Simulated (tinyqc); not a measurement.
A log to judge: charge neutrality of a doped semiconductor with incomplete ionisation. Computed by tinyqc. Command: `OMP_NUM_THREADS=1 python tinyqc.py 3024748 3024749 out.jsonl dopant walk`. One thread of a shared host (Intel(R) Xeon(R) Processor @ 2.30GHz), about 0.06 s of CPU time with the checks.

Energies are counted from the top of the valence band; E_D is measured down from the conduction band and E_A up from the valence band.

Inputs (values chosen for the exercise, modelled on ZnSe):
```
quantity                    value   unit
gap at 0 K E_g0              2.87     eV
Varshni alpha            0.000711   eV/K
Varshni beta                  304      K
electron mass m_e           0.145    m_0
valleys M_c                     1      -
hole mass m_h               0.748    m_0
donor density N_D         5.3e+14  cm^-3
acceptor density N_A      1.9e+16  cm^-3
donor depth E_D            0.0266     eV
acceptor depth E_A           0.11     eV
donor degeneracy g_D            2      -
acceptor degeneracy g_A         4      -
temperature T                 100      K
iteration cap                  20      -
```

Doping: p-type, compensated. Statistics of the bands: Boltzmann. Solver: Newton steps on the difference. Start of Newton steps: 0.25 eV inside the majority band.

Constants: m_0 = 9.1093837015e-31 kg; k_B = 1.380649e-23 J/K; h = 6.62607015e-34 J s; k_B = 8.617333262e-05 eV/K.

Method:
- E_g = E_g0 - alpha T^2/(T + beta).
- N_c = 2 M_c (2 pi m_e k_B T/h^2)^(3/2) and N_v = 2 (2 pi m_h k_B T/h^2)^(3/2), masses in units of m_0.
- n = N_c exp((E_F - E_g)/k_B T), p = N_v exp(-E_F/k_B T).
- N_D+ = N_D/(1 + g_D exp((E_F - E_g + E_D)/k_B T)).
- N_A- = N_A/(1 + g_A exp((E_A - E_F)/k_B T)).
- Neutrality: p + N_D+ = n + N_A-; the log ratio is ln[(p + N_D+)/(n + N_A-)].
- Newton steps from the start named, with the slope from a central difference of 1e-6 eV; the function is the difference p + N_D+ - n - N_A- and steps are not cut; a step that lands more than 1.5 eV outside the gap ends the run; stop when |log ratio| < 1e-9.

Course of the iteration:
```
step   E_F (eV)  log ratio
1     -0.250000    77.2764
2     -0.241383    75.2764
3     -0.232765    73.2764
4     -0.224148    71.2764
5     -0.215531    69.2764
6     -0.206913    67.2764
7     -0.198296    65.2764
8     -0.189679    63.2764
9     -0.181061    61.2764
...         ...        ...
12    -0.155209    55.2764
13    -0.146592    53.2764
14    -0.137975    51.2764
15    -0.129357    49.2764
16    -0.120740    47.2764
17    -0.112123    45.2764
18    -0.103505    43.2764
19    -0.094888    41.2764
20    -0.086271    39.2764
```

Can the last value be used, and what does the course show?

No. Not converged within 20 steps; the log ratio is still 39.3, and the E_F printed is only the next iterate. Far from the root Newton steps on an exponential move E_F by one k_B T each, which lowers the difference by a factor e; the start lies 0.25 eV, 29 k_B T, inside the band, and the last step was 1.00 k_B T. Reruns converge with solver = Newton steps on the logarithm; or with solver = bisection, iteration cap = 60; or with iteration cap = 60.
